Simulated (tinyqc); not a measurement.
Thermodynamics of metal silicides: hull, first phase, silicon consumed, nucleation and stability against SiO2: one step, computed by the program tinyqc.

Entropies of formation of the solids are neglected, so heats stand for free energies. Si fractions: M2Si 0.3333, MSi 0.5000, MSi2 0.6667.

Task: Which phases are stable. A phase is stable if it lies below every straight line between a phase on its left and one on its right (M and Si at zero). Distance = its heat less the lowest such line, negative for a stable phase.

Inputs (values chosen for the exercise, for a model metal): heat of formation of M2Si = -48.6 kJ/mol atoms; heat of formation of MSi = -49.2 kJ/mol atoms; heat of formation of MSi2 = -22.3 kJ/mol atoms.

Phases: M2Si, MSi, MSi2.

Give: distance to the lowest tie line.

Result:

distance to the lowest tie line (kJ/mol atoms): M2Si -15.80, MSi -12.75, MSi2 10.50

Unstable against decomposition into neighbours: MSi2.
